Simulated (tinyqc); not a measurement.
Gated graphene: carriers, quantum capacitance and optical conductivity: one step. Chemical potential at the gate voltage. Five cases, with inputs chosen for the exercise.

Problem. Solve the gate equation for mu.

Cones E = +/- hv |k|, four flavours, D(E) = 2|E|/(pi hv^2). n = (2/pi)(kT/hv)^2 F_1(mu/kT), p = (2/pi)(kT/hv)^2 F_1(-mu/kT), in 1/angstrom^2 (1e16 for 1/cm^2); F_1(eta) = integral_0^infinity x dx/(1 + exp(x - eta)). Cq/e^2 = d(n - p)/d mu = (2 kT/(pi hv^2)) ln(2 + 2 cosh(mu/kT)).

Gate: V = mu/e + e (n - p)/Cox with Cox/e^2 = k/(4 pi e2 t), t in angstrom, e2 = e^2/(4 pi eps0); 1/(eV angstrom^2) in C/e^2 equals 1602.176634 microfarad/cm^2; total 1/C = 1/Cox + 1/Cq.

Constants: kB = 8.617333262e-05 eV/K; e^2/(4 pi eps0) = 14.39964547 eV angstrom.

Give: Cox; mu; n; p.

Case 1.

Values chosen (Fermi velocity near that of graphene, gate dielectric near hBN; the results hold for these values, not for the real material): hv = 6.55 eV angstrom (hbar vF); T = 150 K; k = 3.32 (dielectric constant of the gate layer); t = 30 nm (its thickness); V = -12.03 V (gate voltage from the neutrality point).

Solution.

Cox = 0.09799 microfarad/cm^2
mu = -0.3099 eV
n = 0.957 1/cm^2
p = 7.17e+12 1/cm^2

mu takes 2.6 % of the gate voltage; the zero-temperature rule |mu| = hv sqrt(pi |n - p|) gives 0.3108 eV.

Case 2.

Values chosen (Fermi velocity near that of graphene, gate dielectric near SiO2; the results hold for these values, not for the real material): hv = 6.83 eV angstrom (hbar vF); T = 150 K; k = 3.74 (dielectric constant of the gate layer); t = 30 nm (its thickness); V = -3 V (gate voltage from the neutrality point).

Solution.

Cox = 0.1104 microfarad/cm^2
mu = -0.1675 eV
n = 5.38e+04 1/cm^2
p = 1.95e+12 1/cm^2

mu takes 5.6 % of the gate voltage; the zero-temperature rule |mu| = hv sqrt(pi |n - p|) gives 0.1691 eV.

Case 3.

Values chosen (Fermi velocity near that of graphene, gate dielectric near HfO2; the results hold for these values, not for the real material): hv = 6.13 eV angstrom (hbar vF); T = 400 K; k = 18.27 (dielectric constant of the gate layer); t = 2 nm (its thickness); V = 0.21 V (gate voltage from the neutrality point).

Solution.

Cox = 8.088 microfarad/cm^2
mu = 0.1604 eV
n = 2.51e+12 1/cm^2
p = 1.92e+09 1/cm^2

mu takes 76.4 % of the gate voltage; the zero-temperature rule |mu| = hv sqrt(pi |n - p|) gives 0.1720 eV.

Case 4.

Values chosen (Fermi velocity near that of graphene, gate dielectric near HfO2; the results hold for these values, not for the real material): hv = 7 eV angstrom (hbar vF); T = 400 K; k = 18.83 (dielectric constant of the gate layer); t = 2 nm (its thickness); V = -0.2 V (gate voltage from the neutrality point).

Solution.

Cox = 8.336 microfarad/cm^2
mu = -0.1623 eV
n = 1.39e+09 1/cm^2
p = 1.96e+12 1/cm^2

mu takes 81.1 % of the gate voltage; the zero-temperature rule |mu| = hv sqrt(pi |n - p|) gives 0.1738 eV.

Case 5.

Values chosen (Fermi velocity near that of graphene, gate dielectric near SiO2; the results hold for these values, not for the real material): hv = 6.23 eV angstrom (hbar vF); T = 300 K; k = 3.98 (dielectric constant of the gate layer); t = 10 nm (its thickness); V = 2.88 V (gate voltage from the neutrality point).

Solution.

Cox = 0.3524 microfarad/cm^2
mu = 0.2609 eV
n = 5.76e+12 1/cm^2
p = 4.55e+06 1/cm^2

mu takes 9.1 % of the gate voltage; the zero-temperature rule |mu| = hv sqrt(pi |n - p|) gives 0.2650 eV.

Computed by tinyqc, one run a case: `OMP_NUM_THREADS=1 python tinyqc.py N N+1 out.jsonl` with N = 1652419, 1680329, 1680537, 1680578, 1680623; one thread of a shared Intel(R) Xeon(R) Processor @ 2.30GHz, about 0.01 s a run at most.
